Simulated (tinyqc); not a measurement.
CCSD on RHF in the sto-3g basis, for H3+, spin multiplicity 1, step by step. One step of it, computed by the program tinyqc.

Task: Iteration 3 (converged): orbitals. Diagonalise F' = X^T F X, C = X C', fill 1 alpha and 1 beta electrons from the bottom; D = 2 C_occ C_occ^T. Each column has its largest component positive (the first on a tie).

converged F (hartree), lower triangle:
```
           1H 1s      2H 1s      3H 1s
1H 1s  -0.693567
2H 1s  -0.634731  -0.693567
3H 1s  -0.634875  -0.634875  -0.693656
```

X, lower triangle:
```
           1H 1s      2H 1s     3H 1s
1H 1s   1.130146
2H 1s  -0.199210   1.130146
3H 1s  -0.199337  -0.199337  1.130211
```

Give: F' = X^T F X; orbital energies; coefficients C; D after iteration 3.

Result:

F' = X^T F X (hartree), lower triangle:
```
        1       2       3
1  -0.420
2  -0.316  -0.420
3  -0.316  -0.316  -0.419
```

orbital energies (hartree): MO1 -1.051, MO2 -0.104, MO3 -0.104

coefficients C:
```
         MO1     MO2     MO3
1H 1s  0.422   0.940  -0.543
2H 1s  0.422  -0.940  -0.543
3H 1s  0.422   0.000   1.086
```

D after iteration 3, lower triangle:
```
       1H 1s  2H 1s  3H 1s
1H 1s  0.357
2H 1s  0.357  0.357
3H 1s  0.357  0.357  0.357
```
